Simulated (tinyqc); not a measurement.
Capacitance of parallel on-chip lines from Laplace's equation on a mesh: two steps of the calculation.

Cross-section of an endless row of equal lines between two grounded planes; neighbours are driven in antiphase (+1 V and -1 V), so the plane midway between two lines is at 0 V. By symmetry one quarter is solved: x runs from the centre of a line (column 0, mirror) to that midplane (column 4, 0 V), y from the mid-height of the line (row 0, mirror) to the ground plane (row 5, 0 V). The line fills columns 0 to 1 and rows 0 to 2 at 1 V. Cells beside the line (below row 2) have e2, cells above have e1. Each link between nodes has the conductance g = mean permittivity of the two cells beside it (a cell beyond a mirror counts as 0), and the free nodes obey sum g (V_neighbour - V) = 0.

Parameters, values chosen for the exercise:
```
symbol  value  unit                                          meaning
e1        4.2        relative permittivity above and below the lines
e2        2.7                relative permittivity between the lines
om          1                                 over-relaxation factor
```

Constants: eps0 = 8.8541878128e-12 F/m. Results are converted to the units shown.

Task 1. Relaxation sweep. One sweep visits the free nodes row by row from row 0, left to right, and replaces V by V + om (weighted mean of the neighbours - V), using new values at once.

V at the start (V):
```
,col 0,col 1,col 2,col 3,col 4
row 0,1,1,0,0,0
row 1,1,1,0,0,0
row 2,1,1,0,0,0
row 3,0,0,0,0,0
row 4,0,0,0,0,0
row 5,0,0,0,0,0
```

gx:
```
,col 0,col 1,col 2,col 3
row 0,1.35,1.35,1.35,1.35
row 1,2.7,2.7,2.7,2.7
row 2,3.45,3.45,3.45,3.45
row 3,4.2,4.2,4.2,4.2
row 4,4.2,4.2,4.2,4.2
row 5,2.1,2.1,2.1,2.1
```

gy:
```
,col 0,col 1,col 2,col 3,col 4
row 0,1.35,2.7,2.7,2.7,1.35
row 1,1.35,2.7,2.7,2.7,1.35
row 2,2.1,4.2,4.2,4.2,2.1
row 3,2.1,4.2,4.2,4.2,2.1
row 4,2.1,4.2,4.2,4.2,2.1
```

Find: V after sweep 1.

Result 1.

V after sweep 1 (V):
```
,col 0,col 1,col 2,col 3,col 4
row 0,1.000,1.000,0.250,0.062,0.000
row 1,1.000,1.000,0.312,0.094,0.000
row 2,1.000,1.000,0.311,0.096,0.000
row 3,0.250,0.312,0.156,0.063,0.000
row 4,0.062,0.094,0.062,0.031,0.000
row 5,0.000,0.000,0.000,0.000,0.000
```

Task 2. Capacitance per length. C = 4 eps0 sum g (difference of V)^2 over all links (twice the energy of the four quarters, line at 1 V). Plate estimate without fringing: eps0 [2 e1 w/hd + 2 e2 t/(s/2)], w = 2 hx, t = 4 hx, s/2 = 3 hx, hd = 3 hx.

converged V (V):
```
,col 0,col 1,col 2,col 3,col 4
row 0,1.0000000,1.0000000,0.6345569,0.3044336,0.0000000
row 1,1.0000000,1.0000000,0.6168972,0.2915887,0.0000000
row 2,1.0000000,1.0000000,0.5414431,0.2450241,0.0000000
row 3,0.5936413,0.5507130,0.3597524,0.1728725,0.0000000
row 4,0.2731395,0.2494584,0.1739810,0.0867134,0.0000000
row 5,0.0000000,0.0000000,0.0000000,0.0000000,0.0000000
```

gx:
```
,col 0,col 1,col 2,col 3
row 0,1.35,1.35,1.35,1.35
row 1,2.7,2.7,2.7,2.7
row 2,3.45,3.45,3.45,3.45
row 3,4.2,4.2,4.2,4.2
row 4,4.2,4.2,4.2,4.2
row 5,2.1,2.1,2.1,2.1
```

gy:
```
,col 0,col 1,col 2,col 3,col 4
row 0,1.35,2.7,2.7,2.7,1.35
row 1,1.35,2.7,2.7,2.7,1.35
row 2,2.1,4.2,4.2,4.2,2.1
row 3,2.1,4.2,4.2,4.2,2.1
row 4,2.1,4.2,4.2,4.2,2.1
```

Find: C; plate estimate.

Result 2.

C = 207.2 aF/um
plate estimate = 113.3 aF/um

tinyqc, about 1 s, one thread, Intel Xeon 2.30GHz (shared host): `OMP_NUM_THREADS=1 python tinyqc.py 2790228 2790229 out.jsonl`
